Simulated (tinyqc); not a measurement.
ESD clamp with bipolar snapback, compact model and design window: one step of the calculation.

The drain junction multiplies the current that enters it: Igen = (M - 1)(Ic + I0), M = 1/(1 - (Vj/BV)^n). The generated holes leave through the substrate resistance and the base of the parasitic npn: Igen = Vb/Rb + Ic/be, Ic = Is exp(Vb/Vt). Terminal current I = Ic + I0 + Igen and voltage V = Vj + I Ro, per width. Isothermal, constant gain.

Problem. The snapback curve. For given Vb: Ic, Igen, M = 1 + Igen/(Ic + I0), Vj = BV (1 - 1/M)^(1/n), I and V.

Inputs (values chosen for the exercise); values close to those of grounded-gate n-channel clamps: temperature T = 300 K; junction breakdown voltage BV = 10.5 V; exponent of the multiplication n = 3.9; current gain of the parasitic npn be = 11.3; saturation current Is = 3.8e-17 A/um; junction leakage I0 = 2.1e-12 A/um; substrate resistance Rb = 31000 ohm um; drain ballast and contact resistance Ro = 320 ohm um.

Constants: q = 1.602176634e-19 C, kB = 1.380649e-23 J/K, Vt = kB T/q. Results are converted to the units shown.

Vb, point 0 to 8 (V): 0.05  0.3  0.393  0.453  0.503  0.645  0.776  0.796  0.826

Give: Ic; M; Vj; I; V.

Solution.

```
point  Ic (uA/um)         M  Vj (V)  I (uA/um)   V (V)
0      2.6287e-10  7.6795e5  10.500     1.6129  10.501
1       4.1645e-6  1.5448e6  10.500     9.6774  10.503
2       1.5202e-4     82259  10.500     12.678  10.504
3       0.0015483    9426.5  10.500     14.615  10.504
4        0.010711    1515.7  10.498     16.237  10.503
5          2.6020    9.0848  10.191     23.639  10.198
6          413.06    1.1491  6.2199     474.64  6.3718
7          895.35    1.1172  5.8896     1000.3  6.2097
8          2857.4    1.0978  5.6485     3136.9  6.6523
```

V peaks at Vt1 = 10.50 V and falls to Vh = 6.210 V: once the npn supplies current, a small M feeds the base. At high current M tends to 1 + 1/be and Vj to BV (1 + be)^(-1/n) = 5.517 V.

tinyqc, about 0.02 s, one thread, Intel Xeon 2.30GHz (shared host): `OMP_NUM_THREADS=1 python tinyqc.py 2670136 2670137 out.jsonl`
